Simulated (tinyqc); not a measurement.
Doping and flat-band voltage from two insulator thicknesses.

Inverse problem. A junctionless wire is fully depleted at VT = Vfb - q Nd R^2/(4 eps0 eps_r) - q Nd R^2 ln(1 + tox/R)/(2 eps0 eox). Find Nd and Vfb.

Inputs (values chosen for the exercise); material values those of a made-up semiconductor:
```
symbol,value,unit,meaning
eps_r,7.96,,relative permittivity of the semiconductor
eox,22,,relative permittivity of the gate insulator
R,4,nm,wire radius
```

Constants: q = 1.602176634e-19 C, eps0 = 8.8541878128e-14 F/cm where lengths are in cm. Results are converted to the units shown.

VT at tox = 4.9 and 11 nm (V): 0.77031253  0.71535609

Answer. The difference of the thresholds is proportional to Nd and holds no Vfb.

Nd = 1.60e19 cm^-3
Vfb = 1.00 V

Computed by the program tinyqc: `OMP_NUM_THREADS=1 python tinyqc.py 2460035 2460036 out.jsonl`, one thread of a shared Intel Xeon 2.30GHz, about 0.01 s for the whole run.
